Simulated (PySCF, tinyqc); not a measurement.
Worked calculation: coupled-perturbed Hartree-Fock on RHF in the sto-3g basis, for H6, spin multiplicity 1. The lowest restricted solution is unstable here: a spin-polarised one lies 0.0046 hartree lower (PySCF). One step of it, computed by the program tinyqc.

Question. Orthogonalisation. S = U s U^T; canonical form X = U s^(-1/2), so that X^T S X = 1. Each column of U has its largest component positive (the first on a tie).

overlap S:
```
          1H 1s     2H 1s     3H 1s     4H 1s     5H 1s     6H 1s
1H 1s  1.000000  0.442331  0.071630  0.007693  0.000355  0.000011
2H 1s  0.442331  1.000000  0.385526  0.071630  0.005994  0.000355
3H 1s  0.071630  0.385526  1.000000  0.442331  0.071630  0.007693
4H 1s  0.007693  0.071630  0.442331  1.000000  0.385526  0.071630
5H 1s  0.000355  0.005994  0.071630  0.385526  1.000000  0.442331
6H 1s  0.000011  0.000355  0.007693  0.071630  0.442331  1.000000
```

Give: eigenvalues of S; X.

Answer.

eigenvalues of S: 0.3436  0.4740  0.6923  1.1218  1.5158  1.8525

X:
```
             1        2        3        4        5       6
1H 1s   0.3808  -0.6013   0.5915   0.4814   0.3704  0.1924
2H 1s  -0.6970   0.7708  -0.3383   0.2066   0.4092  0.3033
3H 1s   0.9081  -0.3147  -0.5078  -0.4138   0.1588  0.3753
4H 1s  -0.9081  -0.3147   0.5078  -0.4138  -0.1588  0.3753
5H 1s   0.6970   0.7708   0.3383   0.2066  -0.4092  0.3033
6H 1s  -0.3808  -0.6013  -0.5915   0.4814  -0.3704  0.1924
```
